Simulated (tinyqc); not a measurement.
Keating valence-force model of a tetrahedral crystal. Inputs raised by 5 %, one at a time. Computed by tinyqc, a small Python program. Command: `OMP_NUM_THREADS=1 python tinyqc.py 3018648 3018649 out.jsonl keating sens`. One thread of a shared host (Intel(R) Xeon(R) Processor @ 2.30GHz), about 0.1 s of CPU time with the checks.

Atom A sits at 0 and atom B at a/4 (1,1,1) of an fcc lattice; the four bonds from A are t = a/4 (1,1,1), a/4 (1,-1,-1), a/4 (-1,1,-1), a/4 (-1,-1,1), of length d = sqrt(3) a/4. Energy: E = (3 alpha/(8 d^2)) sum over bonds (r.r - d^2)^2 + (3 beta/(8 d^2)) sum over pairs of bonds at one atom (r_i.r_j + d^2/3)^2, with beta_A for the six pairs at A and beta_B for the six at B. The cell holds two atoms, Omega = a^3/4. 1 N/m = 1 J/m^2. With constants fitted to the elastic moduli this model puts optical and zone-boundary frequencies of real crystals too high, by up to about 20 % in elemental crystals and up to about 50 % in compounds, and mostly by more for TA modes; in compounds the lattice part of the static dielectric constant then comes out too low.

Inputs (values chosen for the exercise, modelled on cadmium telluride):

| quantity | value | unit |
|---|---|---|
| lattice constant a | 6.48 | angstrom |
| mass M_A | 112.41 | u |
| mass M_B | 127.6 | u |
| bond stretching alpha | 30.1 | N/m |
| bond bending beta_A | 2.52 | N/m |
| bond bending beta_B | 2.37 | N/m |
| mesh divisions n | 6 | - |
| temperature T | 200 | K |

Structure: zinc blende.

Constants: nu for 1 eV/(angstrom^2 u) = 15.6333042 THz; 1 eV/angstrom^2 = 16.02176634 J/m^2; 1 THz = 33.35640952 1/cm; h x 1 THz = 4.135667696 meV; k_B = 8.617333262e-05 eV/K.

Method:
- beta = (beta_A + beta_B)/2; C11 = (alpha + 3 beta)/a, C12 = (alpha - beta)/a, C44 = 4 alpha beta/(a (alpha + beta)); with the two sublattices clamped C44(0) = (alpha + beta)/a; internal-strain parameter zeta = (alpha - beta)/(alpha + beta); B = (C11 + 2 C12)/3.
- beta = (beta_A + beta_B)/2; mu = M_A M_B/(M_A + M_B); lambda = 4 (alpha + beta)/mu with the springs in eV/angstrom^2; nu = 15.6333042 THz x sqrt(lambda).
- With displacements u exp(i q.r), each bracket changes by g.u, where g = (g_A, g_B): bond t, g = (-2 t, 2 t exp(i q.t)); pair (i, j) at A, g = (-(t_i + t_j), t_i exp(i q.t_j) + t_j exp(i q.t_i)); pair at B, g = (-t_i exp(-i q.t_j) - t_j exp(-i q.t_i), t_i + t_j). Then D_mn = sum over the 4 bonds and 12 pairs of (4 k/a^2) conj(g_m) g_n / sqrt(M_m M_n), with k = alpha or beta converted to eV/angstrom^2. Only the short-range forces enter; the Coulomb field of the charges is left out.
- An eigenvalue lambda of D in eV/(angstrom^2 u) gives nu = 15.6333042 THz x sqrt(lambda).
- Mesh: q = sum_i (m_i + 1/2)/n b_i, m_i = 0..n-1, with b = [[-1, 1, 1], [1, -1, 1], [1, 1, -1]] in 2 pi/a; sums over the six modes are averaged over the n^3 points and halved, per atom.
- With x = h nu/(k_B T) and n = 1/(exp(x) - 1) for each mode: F = k_B T [x/2 + ln(1 - exp(-x))], U = k_B T x (n + 1/2), S/k_B = x n - ln(1 - exp(-x)), C/k_B = x^2 n (n + 1).
- The acoustic share counts the three lowest modes at each q; zero-point energy = sum h nu/2.

Runs:

| input moved | from | to | C11 (GPa) | internal-strain parameter zeta | nu_TO at G (THz) | entropy S (k_B/atom) |
|---|---|---|---|---|---|---|
| base run | - | - | 57.770 | 0.84975 | 5.7644 | 4.0648 |
| lattice constant a (angstrom) | 6.48 | 6.804 | 55.019 | 0.84975 | 5.7644 | 4.0648 |
| mass M_A (u) | 112.41 | 118.031 | 57.770 | 0.84975 | 5.6910 | 4.0985 |
| mass M_B (u) | 127.6 | 133.98 | 57.770 | 0.84975 | 5.6998 | 4.0988 |
| bond stretching alpha (N/m) | 30.1 | 31.605 | 60.093 | 0.85639 | 5.8962 | 4.0243 |
| bond bending beta_A (N/m) | 2.52 | 2.646 | 58.062 | 0.84617 | 5.7700 | 4.0506 |
| temperature T (K) | 200 | 210 | 57.770 | 0.84975 | 5.7644 | 4.2006 |

Exponents ln(y'/y) / ln(x'/x):

| input | C11 | internal-strain parameter zeta | nu_TO at G | entropy S |
|---|---|---|---|---|
| lattice constant a | -1.000 | 0.000 | 0.000 | 0.000 |
| mass M_A | 0.000 | 0.000 | -0.263 | 0.169 |
| mass M_B | 0.000 | 0.000 | -0.231 | 0.171 |
| bond stretching alpha | 0.808 | 0.160 | 0.463 | -0.205 |
| bond bending beta_A | 0.103 | -0.086 | 0.020 | -0.072 |
| temperature T | 0.000 | 0.000 | 0.000 | 0.674 |

Among the inputs moved here: C11 answers most in size to lattice constant a (exponent -1.000), next to bond stretching alpha (+0.808); its exponent is below 0.0005 for mass M_A, mass M_B, temperature T. Its exponent -1.000 in lattice constant a: at fixed alpha and beta every C scales as 1/a. Internal-strain parameter zeta answers most in size to bond stretching alpha (exponent +0.160), next to bond bending beta_A (-0.086); its exponent is below 0.0005 for lattice constant a, mass M_A, mass M_B, temperature T. nu_TO at G answers most in size to bond stretching alpha (exponent +0.463), next to mass M_A (-0.263); its exponent is below 0.0005 for lattice constant a, temperature T. Its exponent +0.463 in bond stretching alpha: the optical mode mostly stretches bonds. Entropy S answers most in size to temperature T (exponent +0.674), next to bond stretching alpha (-0.205); its exponent is below 0.0005 for lattice constant a.
